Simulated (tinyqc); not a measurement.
Tunnelling through a gate dielectric with the two-band (Franz) dispersion, WKB transmission and Tsu-Esaki current: one step of the calculation.

Electrons leave the emitter at x = 0. Energies E (motion across the layers) are in eV from the emitter Fermi level; the collector Fermi level lies at -V and offers states at every E. No charge in the dielectric and no image force: F1 = V/t1, U = phi1 - F1 x. With C = hbar^2/(2 m0), kappa = sqrt(m u (1 - u/Egx)/C), u = U - E where U > E and 0 elsewhere; T(E) = exp(-S), S = 2 times the integral of kappa over x.

Question. WKB exponent in closed form. Each layer adds (2/F) sqrt(m/C) [G(u at its left edge) - G(u at its right edge)] to S, with u = U - E (0 where negative) and G(u) = Egx^1.5 (th - sin(4 th)/4)/4, th = arcsin sqrt(u/Egx). The slope follows from 1/d = -dS/dE.

Values chosen for this exercise; dielectric values close to those of silicon dioxide: barrier of layer 1 above the emitter Fermi level at zero bias phi1 = 3.1 eV; tunnelling mass of layer 1 m1 = 0.48 m0; thickness of layer 1 t1 = 1.4 nm; gap parameter of the two-band dispersion, set freely Egx = 7.6 eV; voltage across the dielectric V = 0.9 V; energy of the electron followed E = 0 eV.

Constants: q = 1.602176634e-19 C, hbar = 1.054571817e-34 J s, m0 = 9.1093837015e-31 kg, hbar^2/(2 m0) = 0.0380998212 eV nm^2. Results are converted to the units shown.

Wanted: S; T(E); energy d over which T(E) grows by a factor e.

Answer.

S = 13.020
T(E) = 2.2163e-6
energy d over which T(E) grows by a factor e = 0.86614 eV

The midpoint rule gives S = 13.020, so its T(E) is 0.046 % below this value. The band edge stays above E through the whole stack: direct tunnelling through a trapezoid.

Computed by the program tinyqc: `OMP_NUM_THREADS=1 python tinyqc.py 2540008 2540009 out.jsonl`, one thread of a shared Intel Xeon 2.30GHz, about 0.03 s for the whole run.
